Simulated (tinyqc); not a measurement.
Deformation-potential model of the L valleys of a conduction band: one step. Valley shifts. Two cases, with inputs chosen for the exercise.

Question. Apply the Herring-Vogt formula to each valley.

Valleys with axes along [111], [1-1-1], [-11-1] and [-1-11], one whole valley each. Herring-Vogt shift of a valley with unit axis a: dE = Xd tr(e) + Xu a.e.a. Non-degenerate shares n_i = exp(-dE_i/kT)/sum_j exp(-dE_j/kT). Inverse mass tensor of a valley: (1 - a a)/mt + a a/ml; the masses are taken as independent of strain.

Case 1.

Values chosen (out of a larger set: near those of Ge; not measured data): Xd = -6.14 eV (dilation potential); Xu = 16.01 eV (uniaxial potential).

strain tensor:
```
            x           y           z
x  0.00268963  0.00430576  0.00430576
y  0.00430576  0.00268963  0.00430576
z  0.00430576  0.00430576  0.00268963
```

Case 2.

Values chosen (out of a larger set: near those of Ge; not measured data): Xd = -6.79 eV (dilation potential); Xu = 15.47 eV (uniaxial potential).

strain tensor:
```
            x            y            z
x  0.00359501   0.00000000   0.00000000
y  0.00000000  -0.00097932   0.00000000
z  0.00000000   0.00000000  -0.00097932
```

Give: Xd tr(e); a.e.a; shifts dE.

Answer.

Case 1.

Xd tr(e) = -49.54 meV

a.e.a: [111] 0.011301, [1-1-1] -0.000181, [-11-1] -0.000181, [-1-11] -0.000181

shifts dE (meV): [111] 131.39, [1-1-1] -52.44, [-11-1] -52.44, [-1-11] -52.44

The lowest valleys are [1-1-1], [-11-1] and [-1-11], 183.8 meV below the highest; the mean shift over all valleys is (Xd + Xu/3) tr(e) = -6.48 meV.

Case 2.

Xd tr(e) = -11.11 meV

a.e.a: [111] 0.000545, [1-1-1] 0.000545, [-11-1] 0.000545, [-1-11] 0.000545

shifts dE (meV): [111] -2.67, [1-1-1] -2.67, [-11-1] -2.67, [-1-11] -2.67

All valleys shift alike: this load keeps them equivalent by symmetry.

Computed by tinyqc, one run a case: `OMP_NUM_THREADS=1 python tinyqc.py N N+1 out.jsonl` with N = 1081104, 1081235; one thread of a shared Intel(R) Xeon(R) Processor @ 2.30GHz, about 0.03 s a run at most.
